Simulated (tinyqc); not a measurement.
Doping from resistivity.

Problem. A uniform, uncompensated and fully ionised sample has rho = 1/(q N mu), mu = m1 + (m2 (T/300 K)^(-bt) - m1)/(1 + (N/Nr)^am). Find N, mu and the diffusion coefficient mu Vt.

Values chosen for this exercise:
```
symbol    value        unit                                 meaning
T           300           K                             temperature
m1          151  cm^2/(V s)           mobility limit at high doping
m2         3990  cm^2/(V s)  mobility limit at low doping, at 300 K
Nr      2.62e17       cm^-3    reference doping of the mobility law
am        0.576                        exponent of the mobility law
bt            2                          temperature exponent of m2
```

Constants: q = 1.602176634e-19 C, kB = 1.380649e-23 J/K, Vt = kB T/q. Results are converted to the units shown.

resistivity = 0.14071923 ohm cm

Answer. With am below 1 the product N mu rises steadily with N, so one doping matches; it is found by iterating N = 1/(q rho mu(N)).

N = 1.300e16 cm^-3
mu = 3412 cm^2/(V s)
diffusion coefficient = 88.20 cm^2/s

Computed by the program tinyqc: `OMP_NUM_THREADS=1 python tinyqc.py 2110033 2110034 out.jsonl`, one thread of a shared Intel Xeon 2.30GHz, about 0.01 s for the whole run.
